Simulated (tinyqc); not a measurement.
Transient enhanced diffusion after implantation: plus-n interstitials, dissolving clusters and loss to the surface: one step, computed by the program tinyqc. Command: `OMP_NUM_THREADS=1 python tinyqc.py 3006602 3006603 out.jsonl ted walk`. One thread of a shared host (Intel(R) Xeon(R) Processor @ 2.30GHz), about 0.01 s of CPU time with the checks.

The implant leaves n Q interstitials in clusters at depth R_p. While clusters last they hold the free interstitials at a supersaturation S = C_I/C_I*; interstitials drain to the surface, and the part f_I of the dopant diffusion that uses interstitials speeds up in proportion to S.

Task: Duration and total effect at this temperature. The clusters last tau = n Q/J. If they dissolve fully at this T, the extra budget is (D/D* - 1) D* tau.

Inputs (values chosen for the exercise, modelled on boron in silicon): implant dose Q = 4.5e+14 1/cm^2; interstitials kept per ion n = 1; anneal (peak) temperature T = 950 C.

Anneal: isothermal.

flux J = 6.267868e+12 1/(cm^2 s)

enhancement D/D* = 245.4731

equilibrium diffusivity D* = 4.630019e-15 cm^2/s

Give: duration tau; extra budget if complete.

Result:

duration tau = 71.79 s

extra budget if complete = 8.127e-11 cm^2
